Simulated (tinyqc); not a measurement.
Worked calculation: self-heating of a transistor with one or more fingers, with temperature-dependent conductivity. Computed by tinyqc, a small Python program that keeps every step. Command: `OMP_NUM_THREADS=1 python tinyqc.py 3009296 3009297 out.jsonl selfheat walk`. One thread of a shared host (Intel(R) Xeon(R) Processor @ 2.30GHz), about 0.04 s of CPU time with the checks. Intermediate numbers are printed to about 7 digits and carried at full precision; extremes and crossings named in words are read from the listed rows.

N long parallel fingers lie on the top face of a slab whose bottom is held at T_0; the top is otherwise insulated, and heat flows in two dimensions. P in W/mm is 1000 P in W/m.

Inputs (values chosen for the exercise, modelled on silicon carbide):

| quantity | value | unit |
|---|---|---|
| conductivity at the base temperature kappa_0 | 370 | W/(m K) |
| exponent m in kappa ~ T^-m | 1.61 | - |
| base temperature T_0 | 323 | K |
| power per gate width P | 13 | W/mm |
| fingers N | 1 | - |
| finger pitch s | 33 | micrometre |
| width of the heat source w | 0.65 | micrometre |
| substrate thickness t | 230 | micrometre |
| phonon free path Lambda | 110 | nm |
| heat capacity C | 2.26 | 1e6 J/(m^3 K) |
| pulse length | 120 | microsecond |

Power: fixed power.

## Geometry factors

A line source of power P on the top face raises the top at distance x by (P/(pi kappa_0)) g(x), g(x) = -ln tanh(pi x/(4 t)) (the image sum for the slab). On a strip of width w the centre sees the mean of g over the strip, g_0 = 1 + ln(8 t/(pi w)) for w much below t.

own factor g_0 = 7.803574

g(j s), j = 1..7: 2.187357  1.506723  1.121635  0.861529  0.672318  0.529338  0.418952

## Linear temperature rise of each finger

theta_i = (P/(pi kappa_0)) [g_0 + sum over j != i of g(|i - j| s)], with equal powers and constant conductivity; thermal resistance = largest theta/P.

theta of each finger (K): 87.27408

largest theta = 87.27408 K

thermal resistance = 6.713391 K mm/W

## Correction for the falling conductivity

Kirchhoff transformation for kappa = kappa_0 (T/T_0)^-m: T = T_0 [1 - (m - 1) theta/T_0]^(-1/(m - 1)), where theta is the linear rise. The bracket vanishes at the power P T_0/((m - 1) theta).

peak temperature = 433.9431 K

true rise = 110.9431 K

true rise / linear rise = 1.271203

power at which the formula diverges = 78.87343 W/mm

The falling conductivity adds 27.1 % to the rise.

## Extra rise from ballistic phonons

Near a source smaller than the free path, Fourier's law overstates the flow. Rough estimate: a strip that emits phonons into a half space adds a resistance times area of 4 Lambda/(3 kappa_0), from the ballistic flux C v Delta T/4 with kappa_0 = C v Lambda/3, so Delta T_b = 4 Lambda P/(3 kappa_0 w); Knudsen number Lambda/w.

Knudsen number = 0.1692308

ballistic rise Delta T_b = 7.927928 K

Delta T_b / largest theta = 0.09083943

By this estimate the ballistic term is at most a fifth of the Fourier rise.

## Rise at the end of a pulse

After switching on, theta(tau) = (P D/kappa_0) int_0^tau X(u) Z(u) du at the hottest finger, D = kappa_0/C; X = sum over fingers at distance x of [erf((x + w/2)/r) - erf((x - w/2)/r)]/(2 w), Z = sum_(j=-200..200) (-1)^j exp(-(2 j t/r)^2)/sqrt(pi D u), r = 2 sqrt(D u); trapezoid rule on 300 points evenly spaced in ln u from u_0 = 1e-3 min(tau, w^2/D) to tau, plus the exact piece 2 sqrt(u_0/(pi D))/w below u_0. Conductivity and power are held at their base values here, and Fourier's law is used even where the diffusion length is near a phonon free path.

diffusivity D = 163.7168 micrometre^2/microsecond

diffusion length sqrt(D tau) = 140.1643 micrometre

linear rise after the pulse = 83.341 K

share of the steady rise = 0.9549

## Rise against time

The formulas are those given above.

Heating curve:

| time (microsecond) | sqrt(D time) (micrometre) | rise (K) | share of the steady rise |
|---|---|---|---|
| 3.20e-04 | 0.2288873 | 12.661 | 0.1451 |
| 0.0032 | 0.7238051 | 24.756 | 0.2837 |
| 0.032 | 2.288873 | 37.548 | 0.4302 |
| 0.32 | 7.238051 | 50.416 | 0.5777 |
| 3.2 | 22.88873 | 63.291 | 0.7252 |
| 16 | 51.18075 | 72.291 | 0.8283 |
| 65 | 103.1581 | 80.116 | 0.918 |
| 190 | 176.3695 | 85.294 | 0.9773 |
| 480 | 280.3285 | 87.122 | 0.9983 |

Half the steady rise is reached between 0.032 and 0.32 microseconds, and the last row holds 99.8 % of it; the slowest time constant is 4 t^2/(pi^2 D) = 131 microseconds. While the diffusion length lies between w and the pitch or thickness, the rise grows as the logarithm of time.

Checks made by the program: g(s) against the alternating image sum (relative difference 6e-07); Kirchhoff integral of kappa/kappa_0 from T_0 to T (relative difference below 1e-10); long-time limit against the steady rise (relative difference 1e-05).
